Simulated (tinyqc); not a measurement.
# Worked calculation: sub-threshold conduction and electro-thermal threshold of an amorphous chalcogenide

Program tinyqc, `OMP_NUM_THREADS=1 python tinyqc.py 2490118 2490119 out.jsonl`; Intel Xeon 2.30GHz, shared host, one thread, about 0.01 s. Printed values are rounded.

Trap-limited conduction: I = I0 exp(-Ea/kB T) sinh(q V dz/(2 ua kB T)), I0 = 2 q A Nt dz/ta. One lumped temperature T = T0 + Rt I V. The threshold is the largest V for which a steady state exists on the low-current branch.

Values chosen for this exercise; values of the order of Ge-Sb-Te and related chalcogenides: ambient temperature T0 = 300 K; cross-section A = 970 nm^2; amorphous thickness ua = 36 nm; distance between traps dz = 5.5 nm; activation energy Ea = 0.42 eV; trap density Nt = 4.9e19 cm^-3; attempt time ta = 1e-15 s; thermal resistance Rt = 3.2 K/uW; voltage across the amorphous layer V = 2.18 V.

Constants: q = 1.602176634e-19 C, kB = 1.380649e-23 J/K. Results are converted to the units shown.

Range of the model: Purely electronic switching mechanisms, filaments and series resistance are left out.

## Isothermal quantities

I0, the low-field resistance 2 ua kB T0 exp(Ea/kB T0)/(q dz I0), the slope voltage V0 = 2 ua kB T0/(q dz), and I at V without heating.

I0 = 83.7666 mA
low-field resistance = 45.9285 Mohm
V0 = 0.338426 V
I without heating = 2.31150 uA

## Iteration 1: self-heating

T at the start = 300 K

I at the present T, then T(new) = T0 + Rt I V.

I = 2.31150 uA
T after iteration 1 = 316.125 K

## Iteration 2: self-heating

As before.

I = 3.81148 uA
T after iteration 2 = 326.589 K

## Course of the iteration

Stop when T changes by less than 1e-7 K; give up above 900 K or after 200 iterations.

Course of the iteration:
```
iteration  T(new) (K)   I (uA)  change (K)
1             316.125  2.31150        16.1
2             326.589  3.81148        10.5
3             335.824  5.13528        9.23
4             345.891  6.57847        10.1
5             359.217  8.48871        13.3
6             381.180  11.6371        22.0
7             430.121  18.6526        48.9
8             613.059  44.8766         183
9             2705.10  344.767        2090
```

The temperature runs past 900 K in 9 iterations. V exceeds the threshold of 2.101 V (reached at T = 337.9 K), so no steady state exists on the low branch: this is thermal runaway, not a numerical fault. At V = 2 V the same loop settles at 313.6 K; the branch beyond the threshold is reached by fixing T or I instead of V.
